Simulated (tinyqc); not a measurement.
MOSFET with velocity saturation and source resistance: one step of the calculation.

Strong inversion, charge Q = Cox (Vg - m V) at channel potential V with Vg the gate overdrive, and drift velocity v = mu E/(1 + mu E/vsat). Integrating along the channel gives I = mu Cox (1/L)(Vg Vd - m Vd^2/2)/(1 + Vd/Vc) per width, Vc = vsat L/mu, which peaks at Vdsat. Units: I in uA/um, Rs in ohm um, so the drop over Rs is 1e-6 I Rs volts.

Problem. Saturation without source resistance. Vg = Vgs - VT (0 if negative), mu = mu0/(1 + th Vg), Vc = vsat L/mu, x = sqrt(1 + 2 Vg/(m Vc)), Vdsat = 2 Vg/(m (1 + x)), Isat = Cox vsat Vg (x - 1)/(x + 1) per width. Long-channel limit: mu Cox Vg^2/(2 m L); short-channel limit: Cox vsat Vg.

Parameters, values chosen for the exercise:
- Cox = 2.08 uF/cm^2 (gate capacitance)
- mu0 = 220 cm^2/(V s) (mobility at low gate voltage)
- th = 0.6 1/V (mobility degradation)
- vsat = 6.8e6 cm/s (saturation velocity)
- m = 1.14 (body factor)
- VT = 0.38 V (threshold)
- L = 0.13 um (channel length)
- Vgs = 1 V (gate voltage)

Give: Vg; mu; Vc; Vdsat; Isat; long-channel limit; short-channel limit.

Solution.

Vg = 0.6200 V
mu = 160.3 cm^2/(V s)
Vc = 0.5513 V
Vdsat = 0.3993 V
Isat = 233.1 uA/um
long-channel limit = 432.6 uA/um
short-channel limit = 876.9 uA/um

Program tinyqc, `OMP_NUM_THREADS=1 python tinyqc.py 2500145 2500146 out.jsonl`; Intel Xeon 2.30GHz, shared host, one thread, about 0.04 s.
